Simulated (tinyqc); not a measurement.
Inside a calculation: hole subbands of a hard-walled well, four-band Luttinger model. Values are carried at full precision from step to step, so a last printed digit may differ when a step is redone from the rounded ones.

Constants: hbar^2/2m0 = 3.80998211 eV angstrom^2.

Values chosen for the exercise (near those of GaAs; shifted at random, so the results belong to these values and not to a real crystal): g1 = 6.98 (Luttinger gamma1); g2 = 2.06 (gamma2); L = 150 angstrom (well width along [001]); Zs = 0 eV (shear strain energy); g3 = 2.97 (gamma3); k = 0.0314 1/angstrom (wave vector in the plane); N = 2 (sines for each component); kmax = 0.05 1/angstrom (end of the path).

## Levels at k = 0

R and S vanish: HHn = c (g1 - 2 g2)(n pi/L)^2 - Zs and LHn = c (g1 + 2 g2)(n pi/L)^2 + Zs, c = hbar^2/2m0, hole energies counted downwards. Sort HH1 to HH4 and LH1, LH2.

Levels:
```
subband  E (eV)
HH1      0.0048
LH1      0.0186
HH2      0.0191
HH3      0.0430
LH2      0.0742
HH4      0.0765
```

The top subband is HH1, 13.8 meV from LH1.

## The matrix at one k

Hole energies are counted downwards from the unstrained band edge, c = hbar^2/2m0. After the usual block transformation one block is H = [[P + Q - Zs, R - i S], [R + i S, P - Q + Zs]] in (heavy, light), with P +/- Q = c [(g1 +/- g2) k^2 + (g1 -/+ 2 g2) kz^2], R = sqrt(3) c gR k^2, S = 2 sqrt(3) c g3 k kz, kz = -i d/dz; axial approximation gR = (g2 + g3)/2. Zs = b (e_par - e_perp) is the shear part of the strain (the hydrostatic part shifts all levels alike and is left out). Basis sqrt(2/L) sin(n pi z/L), n = 1 to N, for each component: kz^2 gives (n pi/L)^2 and the heavy-light block is R delta_nm - 2 sqrt(3) c g3 k D_nm with D_nm = 4 n m/(L (n^2 - m^2)) for n + m odd, 0 otherwise. The other block has the same levels. The split-off band is left out.

Fill in the 2N x 2N matrix, in meV.

H(k) (meV):
```
       h1      h2      l1     l2
h1  38.74       0   16.36  21.88
h2      0   53.08  -21.88  16.36
l1  16.36  -21.88   37.03      0
l2  21.88   16.36       0  92.69
```

## Levels and mixing

Diagonalise; give the four lowest hole energies and the weight of the heavy component (the first half of the basis) in each.

levels (meV): 13.68  31.95  70.81  105.09

heavy weight: 0.445  0.780  0.600  0.174

The most mixed of the four is number 1, with 45 % heavy character. Against 60 sines these levels lie 2.1, 9.7, 28.2 and 49.3 meV too high: the small basis is not converged.

## Dispersion in the plane

N = 20, nine points from 0 to kmax.

Hole energies (meV):
```
k (1/angstrom)     E1     E2     E3     E4  heavy weight of 1  heavy weight of 2
0.0000           4.78  18.55  19.12  43.02              1.000              0.000
0.0063           5.80  15.28  23.97  41.99              0.993              0.457
0.0125           8.19  13.83  30.52  40.00              0.905              0.536
0.0187           9.57  15.96  38.26  38.88              0.630              0.767
0.0250          10.22  19.66  39.90  46.78              0.511              0.784
0.0312          11.53  22.22  42.58  55.59              0.464              0.702
0.0375          13.72  23.91  44.82  63.83              0.435              0.629
0.0437          16.79  25.67  46.15  70.02              0.415              0.579
0.0500          20.69  28.01  47.29  73.60              0.399              0.542
```

At small k the hole energy falls in subbands 2 and 4: an electron-like mass, caused by repulsion from a deeper subband. E2 - E1 is smallest, 5.6 meV, at k = 0.0125 of the points listed. The top subband goes from 1.00 to 0.40 in heavy weight.

## Mass of HH1 in the plane

Second order in k: 1/m = g1 + g2 - sum_n 12 c g3^2 D_1n^2/(LHn - HH1) over even n up to 60, with D_1n = 4n/(L (n^2 - 1)) in size, LHn - HH1 = c [(g1 + 2 g2) n^2 - (g1 - 2 g2)](pi/L)^2 + 2 Zs, c = hbar^2/2m0.

LHn - HH1 for n = 2, 4, 6 (meV): 69.4  292.0  663.0
terms for n = 2, 4, 6: 1.8360  0.0698  0.0127
sum of all terms = 1.9259
mass without mixing, 1/(g1 + g2) = 0.1106 m0
1/m with mixing = 7.1141 1/m0

Mixing with the light holes takes m from 0.111 to 0.141 m0.

## Checks

- 1/m of HH1 from the full matrix (N = 60) at small k against second order: both 7.114.
- The 2 x 2 block with gR = g2 (k along [100]) for a plane wave (k, 0, pi/L) against the bulk heavy-hole formula, eV: both 0.00882.
- Lowest level at the given k on a real-space grid of 240 points against 60 sines, eV: both 0.0116.

Computed by tinyqc, a small Python program: `OMP_NUM_THREADS=1 python tinyqc.py 1251032 1251033 out.jsonl` (the numbers bound the seed that draws the inputs); one thread of a shared host (Intel(R) Xeon(R) Processor @ 2.30GHz), about 0.1 s for the whole set of steps.
